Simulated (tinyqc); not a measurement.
Resistive memory cell, filament-gap model with Joule heating: one step of the calculation.

A tunnelling gap g separates the tip of a filament from the electrode. I = I0 exp(-g/g0) sinh(Vd/V0), with Vd = V - I Rs on the device; T = T0 + Rth Vd I at once; the gap closes as dg/dt = -nu exp(-q Ea/(kB T)) sinh(al q Vd/(kB T)). All constants are fitting values of a compact model.

Problem. Current, temperature and closing rate. I, T and dg/dt as above.

Values chosen for this exercise: ambient temperature T0 = 358 K; current scale I0 = 1.8 mA; tunnelling length g0 = 0.22 nm; voltage scale V0 = 0.48 V; attempt velocity nu = 100 m/s; activation energy Ea = 0.88 eV; barrier lowering per volt on the device al = 0.27; thermal resistance Rth = 2.3e5 K/W.

Constants: q = 1.602176634e-19 C, kB = 1.380649e-23 J/K. Results are converted to the units shown.

g = 0.4 nm
Vd = 1.2328018 V

Give: I; T; lowered barrier Ea - al Vd; -dg/dt.

Solution.

I = 1894.4 uA
T = 895.15 K
lowered barrier Ea - al Vd = 0.54714 eV
-dg/dt = 0.041534 nm/ns

Numbers from tinyqc (`OMP_NUM_THREADS=1 python tinyqc.py 2880015 2880016 out.jsonl`; about 0.06 s on one thread of a shared Intel Xeon 2.30GHz).
